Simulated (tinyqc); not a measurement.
Free and nearly free electrons in a metal, step by step. Values are carried at full precision from step to step, so a last printed digit may differ when a step is redone from the rounded ones.

The cubic cell holds 4 atoms: n = 4 z/a^3, kF = (3 pi^2 n)^(1/3), EF = c kF^2/m, vF = 2 c kF/(m hbar), c = hbar^2/2m0; rs = (3/(4 pi n))^(1/3)/a0; D(EF) = 3 n/(2 EF).

Constants: hbar^2/2m0 = 3.80998211 eV angstrom^2; hbar = 6.58211957e-16 eV s; a0 (Bohr radius) = 0.5291772105 angstrom; kB = 8.617333262e-05 eV/K.

Parameters, chosen for this exercise (near those of Al; the results hold for these values, not for the real material):
```
symbol  value  unit          meaning
a       4.086  angstrom      fcc lattice constant
z       3                    free electrons an atom
m       1      m0            mass
rho     2.69   micro-ohm cm  bulk resistivity
T       320    K
V       0.44   eV            |V_G| for G = (111)
x       0.65                 k along G as a share of |G|/2
```

## The Fermi sphere

Evaluate the free-electron quantities.

n = 0.17591 1/angstrom^3
kF = 1.7334 1/angstrom
EF = 11.448 eV
vF = 2.007e+06 m/s
rs = 2.092
D(EF) per atom = 0.3931 1/eV

## Relaxation time and mean free path

Drude: 1/rho = n e^2 tau/(m m0) with e = 1.602176634e-19 C and m0 = 9.1093837e-31 kg; mean free path l = vF tau; rho l = hbar kF/(n e^2) = 12 pi^3 hbar/(e^2 S) with S = 4 pi kF^2 does not depend on tau or m.

Use SI units: n in 1/m^3 (1e30 per 1/angstrom^3), rho in ohm m (1e-8 per micro-ohm cm).

tau = 7.50 fs
l = 15.05 nm
rho l = 4.048 1e-16 ohm m^2

Wires lose conductivity to surfaces and grain boundaries, with an excess that scales as rho l over the width and is of the order of rho itself at a width of l = 15 nm.

## Thermal quantities

gamma = (pi^2/3) kB^2 D(EF) per atom, times 96485.33 x 1e3 for mJ/(mol K^2); mu(T) = EF (1 - (pi kB T/EF)^2/12); Wiedemann-Franz kappa = L0 T/rho with L0 = (pi^2/3) (kB/e)^2, kB/e in V/K.

gamma = 0.927 mJ/(mol K^2)
mu - EF = -0.0546 meV
kappa = 291 W/(m K)

## The sphere against the zone faces

Take G = (hkl) 2 pi/a for (111), (200) and (220), with the number of equivalent faces. The Bragg plane of G lies at |G|/2 with |G| = (2 pi/a) sqrt(h^2 + k^2 + l^2). Where kF exceeds it, the sphere cuts the plane in a circle of radius sqrt(kF^2 - G^2/4).

Distance and circle for each G:
```
G      faces  |G|/2 (1/angstrom)  kF/(|G|/2)  circle radius
(111)      8              1.3317      1.3016         1.1096
(200)      6              1.5377      1.1273         0.8001
(220)     12              2.1747      0.7971              -
```

The sphere crosses the (111) and (200) faces, so electrons spill into higher zones.

## Two plane waves near the face

Two plane waves k and k - G, G = (111) (2 pi/a): H = [[c k^2/m, V], [V, c (k - G)^2/m]] with c = hbar^2/2m0.

Build H for k along G, diagonalise, and give the weight of the first wave in the lower state and its velocity along G relative to a free electron, (w k + (1 - w)(k - G))/k.

H (eV):
```
        1        2
1  2.8548   0.4400
2  0.4400  12.3144
```

levels (eV): 2.8344  12.3349

w = 0.9979
v/v_free = 0.9934

The splitting is 9.500 eV here and 2V = 0.88 eV on the face, where the normal velocity vanishes. There the lower band lies at 6.317 eV and the upper at 7.197 eV, both below the free EF of 11.448 eV: the face centre is filled in both bands and band 2 holds electrons here, while band 1 may keep holes at the zone corners.

## Checks

- Lower level against the closed form of the 2 x 2 problem (eV): both 2.8344.
- The product rho l against hbar kF/(n e^2) (1e-16 ohm m^2): both 4.048.

Run: tinyqc, `OMP_NUM_THREADS=1 python tinyqc.py 1682548 1682549 out.jsonl`; Intel(R) Xeon(R) Processor @ 2.30GHz, one thread, shared host; about 0.01 s of CPU time with all checks.
